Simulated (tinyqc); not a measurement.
# A square-lattice strip 3 sites wide in a magnetic flux, recursive Green functions, step by step

Program tinyqc, `OMP_NUM_THREADS=1 python tinyqc.py 2660041 2660042 out.jsonl`; Intel Xeon 2.30GHz, shared host, one thread, about 0.01 s. Printed values are rounded.

The device has N = 3 slices of 3 site(s), nearest-neighbour hopping -t, and site energies U; the leads are semi-infinite continuations with site energy 0 and no flux. The hopping from slice i to i + 1 inside the device carries the phase exp(2 pi i f j) on row j = 1, 2, ...: V = <i+1|H|i> = -t diag(exp(2 pi i f j)).

Parameters, values chosen for the exercise:
- t = 1 eV (hopping (matrix element -t))
- U = [1.06, 0.79, 1.07, -0.25, 0.52, 0.58, 1.1, -0.29, 0.3] eV (site energies, slice by slice (3 a slice))
- E = -1.02 eV (energy)
- f = 0.3 h/q (magnetic flux through each plaquette inside the device)

## Self-energy of the leads

Transverse modes n = 1..3: chi_n(j) = sqrt(2/4) sin(pi n j/4), energy e_n = -2 t cos(pi n/4). Sigma = t^2 sum_n chi_n chi_n^T g(E - e_n), g(x) = (x - i sqrt(4 t^2 - x^2))/(2 t^2) for |x| < 2 t and (x - sign(x) sqrt(x^2 - 4 t^2))/(2 t^2) otherwise; Gamma = i (Sigma - Sigma^dagger); both leads give the same.

Sigma (eV):
```
                     1                    2                    3
1  -0.336552-0.675183i   0.254707-0.346617i   0.173448+0.184992i
2   0.254707-0.346617i  -0.163103-0.490191i   0.254707-0.346617i
3   0.173448+0.184992i   0.254707-0.346617i  -0.336552-0.675183i
```

Gamma (eV):
```
          1        2         3
1   1.35037  0.69323  -0.36998
2   0.69323  0.98038   0.69323
3  -0.36998  0.69323   1.35037
```

open modes = 2

## Hopping between slices

V = -t diag(exp(2 pi i f j)), j = 1, 2, ...

V (eV):
```
                    1                   2                    3
1  0.309017-0.951057i  0.000000+0.000000i   0.000000+0.000000i
2  0.000000+0.000000i  0.809017+0.587785i   0.000000+0.000000i
3  0.000000+0.000000i  0.000000+0.000000i  -0.809017+0.587785i
```

## Slice 1

Forward pass: g_1 = (E - H_1 - Sigma)^(-1), g_i = (E - H_i - V g_(i-1) V^dagger)^(-1), with Sigma also subtracted on the last slice; G_(i,1) = g_i V G_(i-1,1), starting from g_1. H_i is the block of slice i: its site energies on the diagonal and -t between neighbouring rows.

g_1 (1/eV):
```
                     1                    2                    3
1  -0.443500-0.284260i  -0.047154-0.233508i   0.046121-0.015904i
2  -0.047154-0.233508i  -0.444027-0.362866i  -0.047544-0.232243i
3   0.046121-0.015904i  -0.047544-0.232243i  -0.442358-0.281739i
```

## Slice 2

As before.

g_2 (1/eV):
```
                  1                 2                  3
1  0.26362-0.46975i  1.18047-0.27201i   1.22316-0.12547i
2  0.78501-0.09633i  0.28396-0.31178i   0.35234-0.29723i
3  0.52514+0.03050i  0.26634-0.14401i  -0.50964-0.31839i
```

G_(2,1) (1/eV):
```
                     1                    2                    3
1   0.078351+0.049140i  -0.164248-0.337292i   0.670157-0.398824i
2  -0.325009+0.231386i  -0.293554-0.106271i   0.130071-0.296961i
3  -0.201949+0.079509i  -0.280423-0.285468i  -0.280942-0.247570i
```

## Slice 3

As before.

g_3 (1/eV):
```
                     1                    2                    3
1  -0.196223-0.277195i   0.425906-0.234116i   0.096590+0.153133i
2   0.026830-0.131472i  -0.088818-0.406094i   0.533961-0.228163i
3   0.158241-0.055071i   0.262773-0.032055i  -0.175766-0.540450i
```

G_(3,1) (1/eV):
```
                     1                    2                    3
1  -0.161885+0.083923i  -0.019760+0.090482i  -0.065604+0.122208i
2   0.048501+0.027087i   0.133246+0.089538i   0.011102-0.163123i
3  -0.216414-0.032388i  -0.143842-0.258551i  -0.047398-0.370544i
```

## Transmission and its channels

T(E) = Tr[Gamma G_(N,1) Gamma G_(N,1)^dagger]. The non-zero eigenvalues T_n of the matrix under the trace are the channel transmissions; Fano factor sum T_n (1 - T_n)/sum T_n.

T(E) = 0.877244
T_n: 0.817174  0.060069
Fano factor = 0.234668

With 2 open mode(s) in the leads T(E) cannot exceed 2. Inverting the whole matrix gives the same value.
